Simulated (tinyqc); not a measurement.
Pariser-Parr-Pople SCF with singles CI, for the molecule C=Cc1ccccc1 (SMILES; centres numbered as the heavy atoms are written), step by step. One step of it, computed by the program tinyqc.

Task: PPP integrals. Ohno: gamma = 14.399645/sqrt(R^2 + a^2), a = 2 x 14.399645/(gamma_rr + gamma_ss); H_rr = -W_r - sum_(s != r) z_s gamma_rs; H_rs = beta for bonds.

Centres (angstrom, eV; a flat drawing with bonds scaled to 1.40 angstrom):
```
centre          x          y  core charge z          W   gamma_rr
1C      -2.879000   0.438000              1  11.160000  11.130000
2C      -1.930000  -0.591000              1  11.160000  11.130000
3C      -0.564000  -0.283000              1  11.160000  11.130000
4C       0.385000  -1.311000              1  11.160000  11.130000
5C       1.751000  -1.003000              1  11.160000  11.130000
6C       2.167000   0.333000              1  11.160000  11.130000
7C       1.218000   1.362000              1  11.160000  11.130000
8C      -0.148000   1.054000              1  11.160000  11.130000
```

Resonance integrals (eV):
```
i  j       beta
1  2  -2.390000
2  3  -2.390000
3  4  -2.390000
4  5  -2.390000
5  6  -2.390000
6  7  -2.390000
7  8  -2.390000
8  3  -2.390000
```

Give: repulsion gamma_rs; core matrix H.

Result:

repulsion gamma_rs (eV):
```
         1C       2C       3C       4C       5C       6C       7C       8C
1C  11.1300   7.5544   5.2396   3.6710   2.8692   2.7637   3.2766   4.6690
2C   7.5544  11.1300   7.5530   5.2401   3.6702   3.2766   3.6696   5.2387
3C   5.2396   7.5530  11.1300   7.5566   5.2401   4.6690   5.2387   7.5532
4C   3.6710   5.2401   7.5566  11.1300   7.5530   5.2398   4.6688   5.2402
5C   2.8692   3.6702   5.2401   7.5530  11.1300   7.5560   5.2402   4.6691
6C   2.7637   3.2766   4.6690   5.2398   7.5560  11.1300   7.5544   5.2396
7C   3.2766   3.6696   5.2387   4.6688   5.2402   7.5544  11.1300   7.5530
8C   4.6690   5.2387   7.5532   5.2402   4.6691   5.2396   7.5530  11.1300
```

core matrix H (eV):
```
          1C        2C        3C        4C        5C        6C        7C        8C
1C  -41.2035   -2.3900    0.0000    0.0000    0.0000    0.0000    0.0000    0.0000
2C   -2.3900  -47.3626   -2.3900    0.0000    0.0000    0.0000    0.0000    0.0000
3C    0.0000   -2.3900  -54.2101   -2.3900    0.0000    0.0000    0.0000   -2.3900
4C    0.0000    0.0000   -2.3900  -50.3294   -2.3900    0.0000    0.0000    0.0000
5C    0.0000    0.0000    0.0000   -2.3900  -47.9577   -2.3900    0.0000    0.0000
6C    0.0000    0.0000    0.0000    0.0000   -2.3900  -47.4592   -2.3900    0.0000
7C    0.0000    0.0000    0.0000    0.0000    0.0000   -2.3900  -48.3613   -2.3900
8C    0.0000    0.0000   -2.3900    0.0000    0.0000    0.0000   -2.3900  -51.3227
```
